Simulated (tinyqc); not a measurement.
Parabolic quantum dot in a magnetic field (Fock-Darwin): one step. Addition spectrum. Two cases, with inputs chosen for the exercise.

Task: Constant interaction: mu(N) = E_N + (N - 1/2) Ec with the spin-resolved levels filled in order; the addition energy is mu(N + 1) - mu(N).

Two dimensions, V = m w0^2 r^2/2, one valley. hbar wc = 2 muB B/m, W = sqrt(w0^2 + wc^2/4), E(n, l, s) = (2n + |l| + 1) hbar W - l hbar wc/2 + s gs muB B, n = 0, 1, ..., l = 0, +/-1, ..., s = +/-1/2; length lam = sqrt(2c/(m hbar W)), c = hbar^2/2m0.

Constants: muB = 5.788381798e-05 eV/T; hbar^2/2m0 = 3.80998211 eV angstrom^2.

Case 1.

Values chosen (near those of a gate-defined dot in InAs; the results hold for these values, not for the real material): m = 0.0308 m0 (mass); gs = -7.49 (g factor); w0 = 7.4 meV (confinement energy hbar w0); B = 1.87 T (magnetic field); Ec = 2.1 meV (charging energy e^2/C).

Case 2.

Values chosen (near those of a gate-defined dot in Si; the results hold for these values, not for the real material): m = 0.1956 m0 (mass); gs = 1.9 (g factor); w0 = 5.1 meV (confinement energy hbar w0); B = 4.77 T (magnetic field); Ec = 3.7 meV (charging energy e^2/C).

Give: Filling.

Result:

Case 1.

Filling:
```
N   state added  E_N (meV)  mu(N) (meV)  addition energy (meV)
1        (0,0)+      7.787        8.837                  2.911
2        (0,0)-      8.597       11.747                  5.967
3        (0,1)+     12.464       17.714                  2.911
4        (0,1)-     13.275       20.625                  5.967
5        (0,2)+     17.142       26.592                  2.911
6        (0,2)-     17.953       29.503                  3.640
7       (0,-1)+     19.493       33.143                  2.911
8       (0,-1)-     20.304       36.054                  3.616
9        (0,3)+     21.820       39.670                  2.911
10       (0,3)-     22.631       42.581                  3.640
```

The largest addition energy falls at N = 2 and 4; at zero field it peaks at the closed shells 2, 6 and 12. Exchange, which the model lacks, would favour parallel spins near level crossings. Ec is an independent input that includes screening by the gates.

Case 2.

Filling:
```
N   state added  E_N (meV)  mu(N) (meV)  addition energy (meV)
1        (0,0)-      5.029        6.879                  4.225
2        (0,0)+      5.554       11.104                  7.056
3        (0,1)-      8.910       18.160                  4.225
4        (0,1)+      9.434       22.384                  5.999
5       (0,-1)-     11.733       28.383                  4.225
6       (0,-1)+     12.257       32.607                  4.232
7        (0,2)-     12.790       36.840                  4.225
8        (0,2)+     13.314       41.064                  5.999
9        (1,0)-     15.613       47.063                  4.225
10       (1,0)+     16.138       51.288                  4.232
```

The largest addition energy falls at N = 2; at zero field it peaks at the closed shells 2, 6 and 12. Exchange, which the model lacks, would favour parallel spins near level crossings. Ec is an independent input that includes screening by the gates. In Si a second valley, usually less than 1 meV up, adds levels and changes this order.

Computed by tinyqc, one run a case: `OMP_NUM_THREADS=1 python tinyqc.py N N+1 out.jsonl` with N = 1280874, 1281055; one thread of a shared Intel(R) Xeon(R) Processor @ 2.30GHz, about 0.04 s a run at most.
